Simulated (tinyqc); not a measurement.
What moves the results: band edges of strained Si(1-x)Ge(x) on relaxed Si(1-y)Ge(y). A value that a table varies takes the place of the one given here.

Values are linear in the Ge fraction but for ED(x) = linear - CD x (1 - x) and a(x) = linear - Ca x (1 - x). Energies are on the common scale of Ev.

Coherent growth on a (001) face: e_par = (a(y) - a(x))/a(x), e_perp = -2 (C12/C11) e_par; exx = eyy = e_par, ezz = e_perp, no shear.

A valley with unit axis u lies at Ev + gap + (av + a_valley) tr(e) + Xu (u.e.u - tr(e)/3); the Delta axes are x, y, z and the L axes [111], [1-1-1], [-11-1], [-1-11]. The second-order shift of the Delta valleys under shear is left out; it lowers the pair normal to the sheared plane by tens of meV at a shear of 1 %.

Valence edges: Ev plus the levels of the 6 x 6 matrix of X, Y, Z times spin with -Dso/3 + l exx + m (eyy + ezz) on the diagonal (cyclic), n exy off it, l = av + 2 b, m = av - b, n = sqrt(3) d. Spin-orbit term (Dso/3) L.sigma on X, Y, Z with (L_k)_ij = -i epsilon_kij: <X+|H|Y+> = -i Dso/3, <X+|H|Z-> = Dso/3, <Y+|H|Z-> = -i Dso/3, <Z+|H|X-> = -Dso/3, <Z+|H|Y-> = i Dso/3, <X-|H|Y-> = i Dso/3, and their conjugates; + and - are the spin along z.

Coherent growth: e_par = (a(y) - a(x))/a(x). (001): e_perp = -2 (C12/C11) e_par; exx = eyy = e_par, ezz = e_perp, no shear. (111): e_perp = -(2 C11 + 4 C12 - 4 C44)/(C11 + 2 C12 + 4 C44) e_par; exx = eyy = ezz = (2 e_par + e_perp)/3 and exy = eyz = ezx = (e_perp - e_par)/3. (110): e_perp = -(C11 + 3 C12 - 2 C44)/(C11 + C12 + 2 C44) e_par; exx = eyy = (e_par + e_perp)/2, ezz = e_par, exy = (e_perp - e_par)/2, eyz = ezx = 0.

Inputs chosen for the exercise (end members near Si and Ge, in this order; shifted at random, so the results belong to these values and not to a real crystal): a = (5.428, 5.652) angstrom (lattice constant); Dso = (0.044, 0.294) eV (spin-orbit splitting); av = (2.43, 1.24) eV (valence hydrostatic potential); b = (-2.07, -2.52) eV (tetragonal shear potential); d = (-4.75, -5.28) eV (trigonal shear potential); C11 = (164.4, 128.3) GPa; C12 = (64, 48.9) GPa; C44 = (79.7, 66.5) GPa; Ev = (0, 0.72) eV (top of the unstrained valence band); ED = (1.162, 0.933) eV (gap to the Delta valleys); EL = (1.984, 0.737) eV (gap to the L valleys); aD = (1.84, 1.3) eV (hydrostatic potential of the Delta gap); aL = (-2.86, -2.83) eV (hydrostatic potential of the L gap); XuD = (9.47, 9.57) eV (uniaxial potential, Delta); XuL = (15.68, 14.68) eV (uniaxial potential, L); CD = 0.216 eV (bowing of the Delta gap); Ca = 0.025 angstrom (bowing of the lattice constant); face = 001 (growth face); y = 0.28 (Ge fraction of the relaxed buffer); x = 0 (Ge fraction of the layer).

## Composition of the layer

The buffer is kept. dEc = Ec(buffer) - Ec(layer), dEv = Ev(layer) - Ev(buffer); buffer edges Ev(y) and Ev(y) + min(ED, EL). The digit behind Delta or L counts whole valleys.

Results:
```
x     e_par (%)  lowest valleys  gap (eV)  next valleys above (meV)  valence splitting (meV)  dEc (eV)  dEv (eV)
0.00       1.06          Delta2     1.000                       179                      106     0.158    -0.103
0.12       0.61          Delta2     1.023                       103                       56     0.096    -0.065
0.24       0.15          Delta2     1.047                        26                       13     0.026    -0.018
0.36      -0.31          Delta4     0.994                        53                       22    -0.002     0.062
0.47      -0.75          Delta4     0.914                       126                       48    -0.009     0.150
0.59      -1.23          Delta4     0.831                       208                       72    -0.025     0.248
0.71      -1.72          Delta4     0.754                       291                       93    -0.049     0.349
0.83      -2.22          Delta4     0.682                       248                      113    -0.080     0.452
```

The gap is 1.000 eV in the first row and 0.682 eV in the last, with its largest listed value, 1.047 eV, at x = 0.24. The lowest valleys change: Delta2 to Delta4 between x = 0.24 and 0.36. Per 0.1 of x the valence offset moves by +67 meV on average; the conduction offset lies between -80 and +158 meV. Electrons and holes sit on opposite sides in every row (type II). Offsets below about 30 meV are within the spread of parameter sets, so those rows do not settle the type. Strains above 2 % can be kept only in layers of a few nanometres.

## Composition of the buffer

The layer is kept. dEc = Ec(buffer) - Ec(layer), dEv = Ev(layer) - Ev(buffer); buffer edges Ev(y) and Ev(y) + min(ED, EL). The digit behind Delta or L counts whole valleys.

Results:
```
y     e_par (%)  lowest valleys  gap (eV)  next valleys above (meV)  valence splitting (meV)  dEc (eV)  dEv (eV)
0.08       0.30          Delta2     1.120                        50                       26     0.041    -0.034
0.16       0.60          Delta2     1.074                       101                       56     0.086    -0.063
0.24       0.91          Delta2     1.025                       153                       89     0.133    -0.090
0.31       1.18          Delta2     0.981                       199                      119     0.177    -0.113
0.39       1.50          Delta2     0.929                       253                      153     0.230    -0.138
0.47       1.82          Delta2     0.876                       307                      189     0.287    -0.163
0.55       2.16          Delta2     0.823                       363                      225     0.346    -0.186
```

The gap is 1.120 eV in the first row and 0.823 eV in the last. The lowest valleys are Delta2 throughout. Per 0.1 of y the valence offset moves by -32 meV on average; the conduction offset lies between +41 and +346 meV. Electrons and holes sit on opposite sides in every row (type II). Strains above 2 % can be kept only in layers of a few nanometres.

## The same layer on three faces

dEc = Ec(buffer) - Ec(layer), dEv = Ev(layer) - Ev(buffer); buffer edges Ev(y) and Ev(y) + min(ED, EL). The digit behind Delta or L counts whole valleys.

Results:
```
face   e_par (%)  lowest valleys  gap (eV)  next valleys above (meV)  valence splitting (meV)  dEc (eV)  dEv (eV)  Delta spread (meV)  L spread (meV)
(001)       1.06          Delta2     1.000                       179                      106     0.158    -0.103                 179               0
(111)       1.06          Delta6     1.121                       584                      114     0.023    -0.089                   0             213
(110)       1.06          Delta4     1.095                        76                      110     0.052    -0.092                  76             168
```

On (001) only the Delta valleys split (179 meV), on (111) only the L valleys (213 meV), on (110) both (76 and 168 meV). The lowest valleys are Delta2 on (001), Delta6 on (111) and Delta4 on (110); the smallest gap is 1.000 eV on (001) and the largest 1.121 eV on (111).

## What each parameter does

dEc = Ec(buffer) - Ec(layer), dEv = Ev(layer) - Ev(buffer); buffer edges Ev(y) and Ev(y) + min(ED, EL). Each row changes one parameter from the base and keeps the others.

Results:
```
case                      gap (eV)  valence splitting (meV)  dEc (eV)  dEv (eV)
base                        0.9998                    105.9    0.1578   -0.1033
x = 0.03                    1.0053                     93.2    0.1433   -0.0942
y = 0.31                    0.9808                    118.7    0.1770   -0.1130
CD = 0.266 eV               0.9998                    105.9    0.1478   -0.1033
C12 = (73.6, 56.235) GPa    0.9847                    113.4    0.1710   -0.1013
d = (-5.462, -6.072) eV     0.9998                    105.9    0.1578   -0.1033
aL = (-3.289, -3.254) eV    0.9998                    105.9    0.1578   -0.1033
Dso = (0.051, 0.338) eV     1.0011                    104.5    0.1578   -0.1046
XuD = (10.89, 11.006) eV    0.9819                    105.9    0.1757   -0.1033
```

The largest shifts from the base row, up to three for each result and ties (the steps differ in size, so this ranks the rows, not the parameters). gap (eV): y -0.0190, XuD -0.0179, C12 -0.0151; unchanged at the printed digits by CD, d and aL. valence splitting (meV): y +12.8, x -12.7, C12 +7.5; unchanged at the printed digits by CD, d, aL and XuD. dEc (eV): y +0.0192, XuD +0.0179, x -0.0145; unchanged at the printed digits by d, aL and Dso. dEv (eV): y -0.0097, x +0.0091, C12 +0.0020; unchanged at the printed digits by CD, d, aL and XuD. The lowest valleys of the layer are Delta2, so among the conduction-band potentials only those of that family reach the gap and dEc; the buffer is unstrained. A shift large enough to swap the lowest family would change that.

Computed by tinyqc, a small Python program: `OMP_NUM_THREADS=1 python tinyqc.py 1051056 1051057 out.jsonl` (the numbers bound the seed that draws the inputs); one thread of a shared host (Intel(R) Xeon(R) Processor @ 2.30GHz), about 0.01 s for the whole set of steps.
